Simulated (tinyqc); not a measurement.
Worked calculation: plane-wave Kohn-Sham cycle with exchange-only LDA in a layered model solid. One step of it, computed by the program tinyqc.

Task: Iteration 2: levels at that k. Diagonalise the Hermitian matrix.

H (hartree), lower triangle:
```
,-2,-1,+0,+1,+2
-2,0.664851
-1,-0.271463,0.035479
+0,-0.000467,-0.271463,-0.174312
+1,-0.000280,-0.000467,-0.271463,0.035479
+2,-0.000008,-0.000280,-0.000467,-0.271463,0.664851
```

Give: eigenvalues.

Result:

eigenvalues (hartree): -0.4924  -0.0648  0.2302  0.7656  0.7878
